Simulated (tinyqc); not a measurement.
Worked calculation: tight binding, honeycomb lattice. One step of it, computed by the program tinyqc.

Task: Bloch Hamiltonian at K. H_AB = -t1 (1 + exp(-i k.a1) + exp(-i k.a2)); H_AA = delta - 2 t2 sum cos(k.b + phi), H_BB = -delta - 2 t2 sum cos(k.b - phi), b = a1, a2 - a1, -a2.

Parameters chosen for this model:
```
parameter     value                        unit
t1         1.550000                 eV, nearest
t2         0.260000       eV, second neighbours
phi        1.910000  rad, phase of t2 (Haldane)
delta      1.900000          eV, +/- on A and B
```

k point K (fractions of the reciprocal vectors): [0.333333, 0.666667]

Give: H(k) at K.

Result:

H(k) at K (eV), order A, B:
```
[[2.914, 0.000],
 [0.000, -3.434]]
```
